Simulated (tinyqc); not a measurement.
From results back to parameters: linear model of a band gap against the share of exact exchange. Four cases, with inputs chosen for the exercise.

Problem. Gap and optical dielectric constant were computed at two shares alpha. They follow E = E0 + S alpha and eps = 1 + (e0 - 1)(EP/(EP + S alpha))^2.

Case 1.

Values chosen (out of a larger set: of the order of those of Si; not measured data): al12 = (0.3, 0.4) (two shares of exact exchange).

gaps (eV): 2.16700  2.69600

eps: 9.841149  9.085971

Case 2.

Values chosen (out of a larger set: of the order of those of Si; not measured data): al12 = (0.15, 0.35) (two shares of exact exchange).

gaps (eV): 1.38950  2.41550

eps: 10.496108  8.791869

Case 3.

Values chosen (out of a larger set: of the order of those of SiO2; not measured data): al12 = (0.2, 0.25) (two shares of exact exchange).

gaps (eV): 7.60800  8.12000

eps: 2.283099  2.243899

Case 4.

Values chosen (out of a larger set: of the order of those of GaN; not measured data): al12 = (0.3, 0.4) (two shares of exact exchange).

gaps (eV): 3.97500  4.67000

eps: 4.792409  4.565513

Find: S; E0; EP; e0.

Solution. The two gaps give S and E0. With q = sqrt((eps1 - 1)/(eps2 - 1)) = (EP + S alpha2)/(EP + S alpha1), EP = S (alpha2 - q alpha1)/(q - 1); e0 follows from either eps.

Case 1.

S = 5.29 eV
E0 = 0.58 eV
EP = 10.0 eV
e0 = 12.87

Case 2.

S = 5.13 eV
E0 = 0.62 eV
EP = 9.1 eV
e0 = 12.17

Case 3.

S = 10.24 eV
E0 = 5.56 eV
EP = 30.7 eV
e0 = 2.46

Case 4.

S = 6.95 eV
E0 = 1.89 eV
EP = 20.1 eV
e0 = 5.62

Computed by tinyqc, one run a case: `OMP_NUM_THREADS=1 python tinyqc.py N N+1 out.jsonl` with N = 1880624, 1880642, 1880661, 1880682; one thread of a shared Intel(R) Xeon(R) Processor @ 2.30GHz, about 0.01 s a run at most.
